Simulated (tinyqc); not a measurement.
What an interlayer buys: scattering of inversion-layer electrons by surface optical phonons of the gate insulator (remote phonon scattering). Computed by tinyqc, a small Python program. Command: `OMP_NUM_THREADS=1 python tinyqc.py 3113528 3113529 out.jsonl sophonon walk`. One thread of a shared host (Intel(R) Xeon(R) Processor @ 2.30GHz), about 0.02 s of CPU time with the checks.

One subband with the Fang-Howard envelope; insulator and channel are half-spaces, the gate is far away, and an interlayer only moves the polar surface away by t (its own modes and its permittivity contrast are left out).

Inputs (values chosen for the exercise, modelled on AlN on silicon):
```
quantity                                   value        unit
static constant of the insulator eps_0s     9.04           -
intermediate constant eps_i                  7.2           -
optical constant eps_inf                    4.79           -
hbar omega_TO1                              81.1         meV
hbar omega_TO2                              87.6         meV
constant of the channel eps_s               11.7           -
in-plane mass m                            0.187         m_0
valleys g_v                                    2           -
sheet density n                          1.6e+12      1/cm^2
mean distance of the electrons z0 = 3/b      1.3          nm
interlayer thickness t                         0          nm
temperature T                                300           K
mobility from other processes                280  cm^2/(V s)
```

Screening by the channel electrons: static.

Constants: k_B = 8.617333262e-05 eV/K; hbar^2/(2 m_0) = 3.80998212 eV angstrom^2; e^2/(4 pi eps_0) = 14.39964548 eV angstrom; hbar = 6.582119569e-16 eV s; e = 1.602176634e-19 C; m_0 = 9.1093837015e-31 kg.

Method:
- eps(w) = eps_inf + (eps_0s - eps_i) w1^2/(w1^2 - w^2) + (eps_i - eps_inf) w2^2/(w2^2 - w^2). Surface modes solve eps(w) + eps_s = 0, a quadratic in w^2; the strength of a mode is g = 2/(w d eps/dw).
- Occupation N = 1/(exp(hbar w/(k_B T)) - 1).
- Density of states D = g_v m/(pi hbar^2); eta = E_F/(k_B T) = ln(exp(n/(D k_B T)) - 1); screening wave number q_s = e^2 D/(2 eps_0 eps_avg) x 1/(1 + exp(-eta)), eps_avg = (eps_s + eps_inf)/2; b = 3/z0.
- For a mode of strength g, without the occupation factor, Area x |M(q)|^2 = e^2 hbar w g/(2 eps_0 q) x (b/(b + q))^6 exp(-2 q t) / (1 + (q_s/q) H(q))^2, H = (1 + 9 x/8 + 3 x^2/8)/(1 + x)^3, x = q/b.
- Approximate momentum relaxation rate, taking tau v alike in the initial and final states: 1/tau = (m/(2 pi hbar^3)) sum over modes and over absorption (N, E' = E + hbar w) and emission (N + 1, E' = E - hbar w > 0) of [(1 - f(E'))/(1 - f(E))] int_0^(2 pi) Area |M(q)|^2 (1 - cos theta) d theta, q^2 = k^2 + k'^2 - 2 k k' cos theta, f the Fermi function; 48 midpoints in theta from 0 to pi.
- mu = (e/m) int tau E f (1 - f) dE/(k_B T int f dE), by 300 midpoints from 0 to (max(eta, 0) + 14) k_B T; Matthiessen sum with the other processes.

hbar omega_SO (meV): 1 82.9525, 2 96.0483

strengths g: 1 0.0009056, 2 0.0115212

occupations N: 1 0.0421088, 2 0.0249554

b = 2.30769 1/nm

q_s = 0.560765 1/nm

eta = -0.721364

Against the interlayer thickness:
```
t (nm)  remote-phonon mobility (cm^2/(V s))  total (cm^2/(V s))
0.0                              1.1126e+05              279.30
0.3                              2.0259e+05              279.61
0.6                              3.5988e+05              279.78
1.0                              7.4179e+05              279.89
1.5                              1.7063e+06              279.95
2.0                              3.6465e+06              279.98
3.0                              1.3998e+07              279.99
```

1 nm of interlayer raises the remote-phonon mobility by a factor 6.67, as exp(2 q t) with an effective q of 0.95 per nm; between 2 and 3 nm the effective q is 0.67. The total goes from 279 to 280 over the first nanometre.

Extremes, crossings and ranges named in words are read from the listed rows.
